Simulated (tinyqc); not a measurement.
Koster-Slater impurity in a tight-binding band, by Green functions and by supercells. Changing the impurity potential U. Computed by tinyqc, a small Python program. Command: `OMP_NUM_THREADS=1 python tinyqc.py 3010816 3010817 out.jsonl kosterslater sweep`. One thread of a shared host (Intel(R) Xeon(R) Processor @ 2.30GHz), about 0.1 s of CPU time with the checks.

One orbital per site, e(k) = -2 t sum cos(k_i) over 3 direction(s), band from -6 t to 6 t, lattice constant 1. One site has the extra energy U. Spin is left out.

Inputs (values chosen for the exercise, for a model band):
```
quantity,value,unit
hopping t,0.73,eV
supercell edge N,2,sites
energy inside the band E,3.56,eV
broadening eta,0.11,eV
impurity concentration c,0.002,per site
```

Lattice: simple cubic.

Constants: hbar = 6.582119569e-16 eV s.

Method:
- Outside the band G0(E) = (1/pi) int_0^pi dk (2/(pi z)) K(16 t^2/z^2), z = E + 2 t cos k, K the complete elliptic integral with parameter m; 200 Gauss-Legendre points.
- A bound state solves 1/U = G0(E).
- Bisection in ln(distance from the edge) between 1e-5 t and |U| + t. Weight on the impurity site: -1/(U^2 dG0/dE), by a central difference with step min(1e-4 t, distance/30). Decay length along an axis: 1/arccosh(1 + distance/(2 t)).
- Inside the band G0(z), z = E + i eta, comes from the chain form 1/(sqrt(y - 2t) sqrt(y + 2t)) (principal roots) at y = z + 2 t cos k + 2 t cos k', averaged over k and k' in (0, pi) with 200 Gauss-Legendre points each.
- T = U/(1 - U G0); phase shift delta = -arg(1 - U G0) in (-pi, pi]; host density of states -Im G0/pi; on the impurity -Im[G0/(1 - U G0)]/pi; lifetime of a band state hbar/(-2 c Im T).
- In a periodic cell of N sites along each direction with Bloch vector K, the level solves 1/U = N^-d sum_k 1/(E - e(k)), k_i = (2 pi m_i + K_i)/N, m_i = 0..N-1; the outermost root on the side of U is taken (bisection). d is the number of directions. Gamma means K_i = 0, the zone corner K_i = pi, the quarter point K_i = pi/2.
- The error is measured against the isolated level E_b.

One run for each value:
```
impurity potential U (eV),distance from the band edge (eV),weight on the impurity site,decay length (sites),scattering lifetime (fs),width between Gamma and the corner (eV)
-21.90,17.67,0.9933,0.306,213.8,0.293
-16.90,12.71,0.9886,0.337,227.0,0.381
-13.10,8.97,0.9808,0.377,244.3,0.494
-10.10,6.04,0.9671,0.431,268.2,0.646
-7.79,3.83,0.9427,0.510,301.0,0.846
-6.02,2.20,0.8977,0.637,346.3,1.110
-4.65,1.02,0.8068,0.891,410.0,1.450
-3.59,0.26,0.5864,1.710,501.2,1.855
```

Describe and explain the trends.

Over the rows, distance from the band edge (eV) falls from 17.7 to 0.257; weight on the impurity site falls from 0.993 to 0.586; decay length (sites) rises from 0.306 to 1.71. In three dimensions binding starts at |U| = 3.957 t, quadratically in the excess. For large |U| the scattering lifetime tends to that of a site cut out of the lattice, T = -1/G0. The supercell width shrinks as the state tightens. Left out: -2.77 (U is too weak to bind a state, or binds it by less than 1e-5 t).
